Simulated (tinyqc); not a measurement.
Bethe-Salpeter matrix of a two-band square lattice (Tamm-Dancoff form): one step. Pair energies and the kernel. Two cases, with inputs chosen for the exercise.

Task: List D(k), W(R) and W(q) on the mesh.

One valence and one conduction band, lattice period 1, mesh k = 2 pi j/N along each axis (first index slowest). Pair energies D(k) = Eg + 2 t sum(1 - cos k), t = tc + tv. Screened attraction W(R) = U at R = 0 and V/|R| otherwise, R over the N x N cells with the nearest image; W(q) = sum_R W(R) cos(q R). H(k, k') = D(k) delta - W(k - k')/Nk + 2 J/Nk for singlets (J = 0 for triplets), Nk the number of k points. With a constant transition dipole the strength of a state is f = (sum_k A_k)^2/Nk, and the f sum to 1.

Case 1.

Values chosen: Eg = 4.6 eV (quasiparticle gap); tc = 0.21 eV (conduction hopping); tv = 0.07 eV (valence hopping); U = 1.35 eV (attraction in the same cell); V = 0 eV (attraction at one cell distance); J = 0.23 eV (exchange in the same cell); N = 3 (k points along each axis).

Case 2.

Values chosen: Eg = 3 eV (quasiparticle gap); tc = 0.25 eV (conduction hopping); tv = 0.05 eV (valence hopping); U = 1.36 eV (attraction in the same cell); V = 0 eV (attraction at one cell distance); J = 0.16 eV (exchange in the same cell); N = 3 (k points along each axis).

Give: Mesh values (eV).

Result:

Case 1.

Mesh values (eV):
```
index j,D(k_j),W(R = j),W(q_j)
j00,4.6000,1.3500,1.3500
j01,5.4400,0.0000,1.3500
j02,5.4400,0.0000,1.3500
j10,5.4400,0.0000,1.3500
j11,6.2800,0.0000,1.3500
j12,6.2800,0.0000,1.3500
j20,5.4400,0.0000,1.3500
j21,6.2800,0.0000,1.3500
j22,6.2800,0.0000,1.3500
```

Case 2.

Mesh values (eV):
```
index j,D(k_j),W(R = j),W(q_j)
j00,3.0000,1.3600,1.3600
j01,3.9000,0.0000,1.3600
j02,3.9000,0.0000,1.3600
j10,3.9000,0.0000,1.3600
j11,4.8000,0.0000,1.3600
j12,4.8000,0.0000,1.3600
j20,3.9000,0.0000,1.3600
j21,4.8000,0.0000,1.3600
j22,4.8000,0.0000,1.3600
```

Computed by tinyqc, one run a case: `OMP_NUM_THREADS=1 python tinyqc.py N N+1 out.jsonl` with N = 1252274, 1280311; one thread of a shared Intel(R) Xeon(R) Processor @ 2.30GHz, about 1 s a run at most.
